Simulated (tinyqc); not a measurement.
# Trap density and cross-section from triangular pulses

Inverse problem. In charge pumping, for a flat interface trap density D0 and a symmetric triangular wave, Qcp = -2 q A D0 Vt ln[vth s ni (dV/Va)/(2 f)], with s the geometric mean cross-section. Find D0, the frequency f0 where the line meets zero, and s.

Values chosen for this exercise: temperature T = 200 K; gate area A = 1.2 um^2; thermal velocity at 200 K, one nominal value for electrons and holes vth = 1.3e7 cm/s; Vth - Vfb dV = 1.11 V; pulse height Va = 3.1 V.

Constants: q = 1.602176634e-19 C, kB = 1.380649e-23 J/K, Vt = kB T/q. Results are converted to the units shown.

Qcp at f = 50000 and 5e5 Hz (fC): 0.93188036  1.0493785
ni = 87090.123 cm^-3

Answer. Qcp is linear in ln f: the slope gives D0 and the zero gives s = 2 f0 Va/(vth ni dV).

D0 = 7.700e11 cm^-2 eV^-1
f0 = 5.861e-4 Hz
s = 2.891e-15 cm^2

Numbers from tinyqc (`OMP_NUM_THREADS=1 python tinyqc.py 2030034 2030035 out.jsonl`; about 0.01 s on one thread of a shared Intel Xeon 2.30GHz).
